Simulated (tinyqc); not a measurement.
# Scattering mobility, thermal velocity and mass from two apparent mobilities

Question. 1/mu_app = 1/mu_0 + 1/mu_B with the ballistic mobility mu_B = vT L/(2 Vt) and vT = sqrt(2 kB T/(pi m)) (non-degenerate carriers); the mean free path is 2 Vt mu_0/vT. Find mu_0, vT, m and the mean free path.

Parameters, values chosen for the exercise: temperature T = 293 K.

Constants: q = 1.602176634e-19 C, kB = 1.380649e-23 J/K, m0 = 9.1093837015e-31 kg, Vt = kB T/q. Results are converted to the units shown.

apparent mobility at L = 25 and 100 nm (cm^2/(V s)): [194.56486, 233.37666]

Solution. 1/mu_app is linear in 1/L: the slope is 2 Vt/vT and the intercept 1/mu_0.

mu_0 = 250 cm^2/(V s)
vT = 1.77e7 cm/s
m = 0.0900 m0
mean free path = 7.12 nm

Program tinyqc, `OMP_NUM_THREADS=1 python tinyqc.py 2380018 2380019 out.jsonl`; Intel Xeon 2.30GHz, shared host, one thread, about 0.01 s.
